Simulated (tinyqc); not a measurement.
Worked calculation: Fermi-Dirac statistics of conduction electrons. Values are carried at full precision from step to step, so a last printed digit may differ when a step is redone from the rounded ones.

Constants: hbar^2/2m0 = 3.80998211 eV angstrom^2; kB = 8.617333262e-05 eV/K; e^2/(4 pi eps0) = 14.39964547 eV angstrom.

Inputs chosen for the exercise (near those of Ge, lowest valleys alone; not measured data): m = 0.5497 m0 (density-of-states mass of the conduction band); T = 200 K; n = 3.1e+18 1/cm^3 (electron density); eps = 15.9 (static dielectric constant); alpha = 0.61 1/eV (non-parabolicity).

## Reduced density

N = 2 (m kB T/(4 pi c))^(3/2) with c = hbar^2/2m0, in 1/angstrom^3; times 1e24 for 1/cm^3; u = n/Nc.

kT = 0.017235 eV
Nc = 5.5670e+18 1/cm^3
u = n/Nc = 0.55685

## Reduced Fermi level by five rules

F_j(eta) = (1/Gamma(j + 1)) integral_0^infinity x^j dx/(1 + exp(x - eta)), which tends to exp(eta) for eta << 0.

With u = n/Nc: Boltzmann eta = ln u; Joyce-Dixon eta = ln u + u/sqrt(8) - 4.95009e-3 u^2 + 1.48386e-4 u^3 - 4.42563e-6 u^4; Nilsson eta = ln u/(1 - u^2) + v/(1 + (0.24 + 1.08 v)^-2) with v = (3 sqrt(pi) u/4)^(2/3); fully degenerate limit eta = v; exact: F_1/2(eta) = u.

Find eta = (EF - Ec)/kT by each rule.

eta: Boltzmann -0.585, Joyce-Dixon -0.390, Nilsson -0.392, degenerate 0.818, exact -0.390

Against the exact value the errors are Boltzmann -0.195, Joyce-Dixon 0.000, Nilsson -0.002, degenerate limit +1.208 (in kT).

## Exact eta by Newton steps

Solve ln F_1/2(eta) = ln u from the Boltzmann value; dF_1/2/d eta = F_-1/2, so the step is -ln(F_1/2/u) F_1/2/F_-1/2. Stop below 1e-9.

Newton steps:

| step | eta | F_1/2 | F_-1/2 | step taken |
|---|---|---|---|---|
| 1 | -0.585460 | 0.471808 | 0.405107 | 0.193 |
| 2 | -0.392451 | 0.555751 | 0.465646 | 0.00236 |
| 3 | -0.390094 | 0.556849 | 0.466419 | 3.72e-07 |
| 4 | -0.390094 | 0.556850 | 0.466420 | 9.54e-15 |

Converged in 4 steps.

## Mean energy, Einstein relation and screening

eta = -0.39009

Mean kinetic energy <E> = (3/2) kT F_3/2/F_1/2; D/mu = (kT/e) F_1/2/F_-1/2; dn/dEF = (Nc/kT) F_-1/2; screening length L = (4 pi (e^2/(4 pi eps0)) (dn/dEF)/eps)^(-1/2), with dn/dEF in 1/(angstrom^3 eV) (1/cm^3 = 1e-24/angstrom^3).

F_-1/2, F_1/2, F_3/2: 0.4664  0.5568  0.6111

<E> = 28.37 meV
D/mu = 20.58 mV
dn/dEF = 1.507e+20 1/(cm^3 eV)
L = 24.15 angstrom

EF lies within 2 kT of the edge. D/mu is 1.194 times kT/e and <E> is 1.097 times (3/2) kT; the Debye formula, with n/kT in place of dn/dEF, would give L = 22.1 angstrom.

## Fermi level in the non-parabolic band

Non-parabolic band E (1 + alpha E) = c k^2/m: n = Nc (2/sqrt(pi)) integral_0^infinity sqrt(x (1 + a x)) (1 + 2 a x) dx/(1 + exp(x - eta)) with a = alpha kT and eta = (EF - Ec)/kT; a = 0 gives n = Nc F_1/2(eta).

Solve for eta at the same n.

a = 0.01051
eta = -0.441
EF - Ec = -7.60 meV

The extra states lower EF by 0.87 meV against the parabolic band.

## Checks

- Non-parabolic integral at a = 0 against F_1/2(2): both 2.823721.
- F_1/2(40) against the Sommerfeld form (4/(3 sqrt(pi))) eta^(3/2) (1 + pi^2/(8 eta^2)): both 190.45.

(tinyqc, `OMP_NUM_THREADS=1 python tinyqc.py 1680980 1680981 out.jsonl`, Intel(R) Xeon(R) Processor @ 2.30GHz, 1 thread, shared host, about 0.01 s.)
